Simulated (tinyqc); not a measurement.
CCD on RHF in the sto-3g basis, for BeH2, spin multiplicity 1, step by step (part 2 of 2). Computed by tinyqc, a small Python program that keeps every step (integrals from PySCF). Command: `OMP_NUM_THREADS=1 python tinyqc.py 29817 29818 out.jsonl` (the two numbers bound the seeds that draw the settings). One thread of a shared host (Intel(R) Xeon(R) Processor @ 2.60GHz), about 0.09 s of CPU time with the checks.

Geometry (angstrom):
```
atom        x         y        z
Be    0.00000   0.00000  0.00000
H     0.00000   1.42700  0.08200
H     0.00000  -1.42700  0.08200
```

## CCD: convergence

E_corr = 1/4 sum <ij||ab> t_ij^ab; stop when the norm of the change is below 1e-8.

Course of the amplitude iterations:
```
update  correlation energy (hartree)  norm of the change
0                         -0.0258157                   -
1                         -0.0343732            8.14e-02
2                         -0.0373773            3.10e-02
3                         -0.0391658            1.25e-02
4                         -0.0391451            1.47e-03
5                         -0.0391477            3.42e-04
6                         -0.0391465            2.74e-05
7                         -0.0391463            1.07e-05
8                         -0.0391466            2.97e-06
9                         -0.0391466            3.80e-07
10                        -0.0391466            6.39e-08
11                        -0.0391466            2.50e-08
12                        -0.0391466            7.64e-09
```

Converged amplitudes (spin orbitals 1a, 1b, ...; amplitudes related by a flip of all spins are not repeated; the 24 largest):
```
from      to         t
3a 3b  6a 6b  -0.08553
2a 2b  6a 6b  -0.06692
2a 3b  6a 7b  -0.05688
2a 2b  4a 4b  -0.05237
2a 2b  5a 5b  -0.05224
2a 3b  6b 7a   0.04930
3a 3b  7a 7b  -0.04843
2a 2b  7a 7b  -0.03389
3a 3b  4a 6b   0.00984
2a 3b  4a 7b   0.00772
2a 3a  6a 7a  -0.00758
2a 3b  4b 7a  -0.00593
1a 2b  5a 5b  -0.00307
1a 2b  4a 4b  -0.00302
2a 2b  4a 6b   0.00210
1a 1b  6a 6b  -0.00208
3a 3b  4a 4b  -0.00180
2a 3a  4a 7a   0.00179
1a 1b  7a 7b  -0.00169
1a 1b  4a 4b  -0.00155
1a 1b  5a 5b  -0.00154
1a 2b  7a 7b  -0.00139
1a 2b  6a 6b   0.00087
3a 3b  5a 5b  -0.00058
```

CCD total energy = -15.5862652 hartree

Converged in 12 updates, with DIIS from the third.
